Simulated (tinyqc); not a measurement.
From results back to parameters: alloy A(1-x)B(x) by interpolation with bowing. Three cases, with inputs chosen for the exercise.

Problem. An unstrained alloy A(1-x)B(x) follows Vegard, a(x) = (1 - x) a_A + x a_B, and E(x) = (1 - x) E_A + x E_B - C x (1 - x) at Gamma. Its lattice constant and gap are given.

Find: x; linear part of the gap; C.

Method. x = (a - a_A)/(a_B - a_A); the bowing is the shortfall against the linear part divided by x (1 - x).

Case 1.

Values chosen (out of a larger set: A near Ge, B near Si; not measured data): a = (5.665, 5.435) angstrom (lattice constant of A, B); Eg = (0.887, 4.208) eV (gap at Gamma to the s-like level of A, B).

a(x) = 5.501700 angstrom
gap at Gamma = 3.192817 eV

Solution.

x = 0.710
linear part of the gap = 3.2449 eV
C = 0.253 eV

Case 2.

Values chosen (out of a larger set: A near InSb, B near InAs; not measured data): a = (6.471, 6.05) angstrom (lattice constant of A, B); Eg = (0.233, 0.423) eV (gap at Gamma to the s-like level of A, B).

a(x) = 6.344700 angstrom
gap at Gamma = 0.134180 eV

Solution.

x = 0.300
linear part of the gap = 0.2900 eV
C = 0.742 eV

Case 3.

Values chosen (out of a larger set: A near InAs, B near InSb; not measured data): a = (6.056, 6.481) angstrom (lattice constant of A, B); Eg = (0.417, 0.237) eV (gap at Gamma to the s-like level of A, B).

a(x) = 6.217500 angstrom
gap at Gamma = 0.204177 eV

Solution.

x = 0.380
linear part of the gap = 0.3486 eV
C = 0.613 eV

Computed by tinyqc, one run a case: `OMP_NUM_THREADS=1 python tinyqc.py N N+1 out.jsonl` with N = 1081123, 1081138, 1081163; one thread of a shared Intel(R) Xeon(R) Processor @ 2.30GHz, about 0.01 s a run at most.
